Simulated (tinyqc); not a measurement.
Worked calculation: Pariser-Parr-Pople SCF with singles CI, for the molecule [CH2+]c1ccccc1 (SMILES; centres numbered as the heavy atoms are written). One step of it, computed by the program tinyqc.

Task: Iteration 3: Fock matrix. F_rr = H_rr + P_rr gamma_rr / 2 + sum_(s != r) P_ss gamma_rs; F_rs = H_rs - P_rs gamma_rs / 2; E = tr P (H + F) / 2 + core repulsion sum_(r<s) z_r z_s gamma_rs.

P after iteration 2:
```
           1C         2C         3C         4C         5C         6C         7C
1C   0.542053   0.714979   0.276396  -0.132530  -0.298506  -0.132530   0.276396
2C   0.714979   1.008185   0.474664  -0.003097  -0.192012  -0.003097   0.474664
3C   0.276396   0.474664   0.861541   0.723794   0.192050  -0.273686  -0.206121
4C  -0.132530  -0.003097   0.723794   0.960214   0.617166   0.027877  -0.273686
5C  -0.298506  -0.192012   0.192050   0.617166   0.806252   0.617166   0.192050
6C  -0.132530  -0.003097  -0.273686   0.027877   0.617166   0.960214   0.723794
7C   0.276396   0.474664  -0.206121  -0.273686   0.192050   0.723794   0.861541
```

core matrix H (eV):
```
            1C          2C          3C          4C          5C          6C          7C
1C  -32.634190   -2.210000    0.000000    0.000000    0.000000    0.000000    0.000000
2C   -2.210000  -38.460598   -2.210000    0.000000    0.000000    0.000000   -2.210000
3C    0.000000   -2.210000  -36.988155   -2.210000    0.000000    0.000000    0.000000
4C    0.000000    0.000000   -2.210000  -35.996907   -2.210000    0.000000    0.000000
5C    0.000000    0.000000    0.000000   -2.210000  -35.736146   -2.210000    0.000000
6C    0.000000    0.000000    0.000000    0.000000   -2.210000  -35.996907   -2.210000
7C    0.000000   -2.210000    0.000000    0.000000    0.000000   -2.210000  -36.988155
```

repulsion gamma_rs (eV):
```
           1C         2C         3C         4C         5C         6C         7C
1C  11.130000   5.345539   3.872515   2.881267   2.621087   2.881267   3.872515
2C   5.345539  11.130000   5.346287   3.872515   3.517455   3.872515   5.346287
3C   3.872515   5.346287  11.130000   5.345539   3.872515   3.518103   3.873196
4C   2.881267   3.872515   5.345539  11.130000   5.346287   3.873196   3.518103
5C   2.621087   3.517455   3.872515   5.346287  11.130000   5.346287   3.872515
6C   2.881267   3.872515   3.518103   3.873196   5.346287  11.130000   5.345539
7C   3.872515   5.346287   3.873196   3.518103   3.872515   5.345539  11.130000
```

Centres (angstrom, eV; a flat drawing with bonds scaled to 1.40 angstrom):
```
centre          x          y  core charge z          W   gamma_rr
1C       2.400000   0.000000              1  11.160000  11.130000
2C       1.000000   0.000000              1  11.160000  11.130000
3C       0.300000   1.212000              1  11.160000  11.130000
4C      -1.100000   1.212000              1  11.160000  11.130000
5C      -1.800000   0.000000              1  11.160000  11.130000
6C      -1.100000  -1.212000              1  11.160000  11.130000
7C       0.300000  -1.212000              1  11.160000  11.130000
```

Give: F; pi energy.

Result:

F (eV):
```
        1C       2C      3C      4C      5C      6C      7C
1C  -9.909   -4.121  -0.535   0.191   0.391   0.191  -0.535
2C  -4.121  -10.468  -3.479   0.006   0.338   0.006  -3.479
3C  -0.535   -3.479  -9.734  -4.145  -0.372   0.481   0.399
4C   0.191    0.006  -4.145  -9.521  -3.860  -0.054   0.481
5C   0.391    0.338  -0.372  -3.860  -9.343  -3.860  -0.372
6C   0.191    0.006   0.481  -0.054  -3.860  -9.521  -4.145
7C  -0.535   -3.479   0.399   0.481  -0.372  -4.145  -9.734
```

pi energy = -78.623 eV
